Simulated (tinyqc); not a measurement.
What each parameter does: metal-induced gap states at the contact of a metal chain and a two-band chain.

The semiconductor alternates sites A at -Eg/2 and C at +Eg/2 with hopping -t; the gap runs from -Eg/2 to Eg/2. In the gap cosh(q a) = 1 + (Eg^2/4 - E^2)/(2 t^2) and the amplitude changes by -exp(-q a) a period. The metal has site energy 0 and hopping -tm; its end site has g_m = (E - i sqrt(4 tm^2 - E^2))/(2 tm^2). Sites 1, 2, ... count into the semiconductor, with energies e1, e2 alternating. The clean half chain has g1 = 1/(E - e1 - t^2 g2), g2 = 1/(E - e2 - t^2 g1), decaying root. With the contact G11 = 1/(1/g1 - tc^2 g_m), and the density on site j is -Im G_jj/pi = |psi_j/psi_1|^2 (-Im G11/pi), per spin, with psi_2/psi_1 = -t g2, psi_3/psi_2 = -t g1.

Constants: e^2/(4 pi eps0) = 14.39964547 eV angstrom.

Inputs chosen for the exercise (gap and optical dielectric constant near those of GaAs; the chain itself is a model; not measured data):
- Eg = 1.4 eV (gap)
- t = 2.16 eV (hopping in the semiconductor)
- tm = 1.75 eV (hopping in the metal)
- tc = 2.12 eV (hopping across the contact)
- end = A (site that touches the metal)
- a = 4 angstrom (period (two sites); one chain for each area a^2)
- eps = 11.4 (dielectric constant)
- E = -0.15 eV (energy from mid-gap)

xi = 1/(2q), summed density, and S = 1/(1 + 4 pi e^2 N xi/eps), N = 2 (summed density)/a^2.

Results for these values:
```
case  xi (angstrom)  summed density (1/eV)       S
base          6.344                0.22993  0.2568
```

What happens to each result for t = 2.376 eV, all else kept?

Answer: xi rises from 6.344 to 6.974; summed density rises from 0.22993 to 0.23269; S falls from 0.2568 to 0.2370.

The same for each parameter in turn:
```
case           xi (angstrom)  summed density (1/eV)       S
base                   6.344                0.22993  0.2568
Eg = 1.54 eV           5.749                0.20886  0.2957
t = 2.376 eV           6.974                0.23269  0.2370
tm = 1.925 eV          6.344                0.23472  0.2529
tc = 2.332 eV          6.344                0.21699  0.2680
eps = 12.54            6.344                0.22993  0.2754
end = C                6.344                0.23537  0.2523
```

The decay length belongs to the semiconductor alone; the metal and the contact set only the amplitude.

Program tinyqc; command `OMP_NUM_THREADS=1 python tinyqc.py 1452724 1452725 out.jsonl`; about 0.01 s on one thread of a shared Intel(R) Xeon(R) Processor @ 2.30GHz.
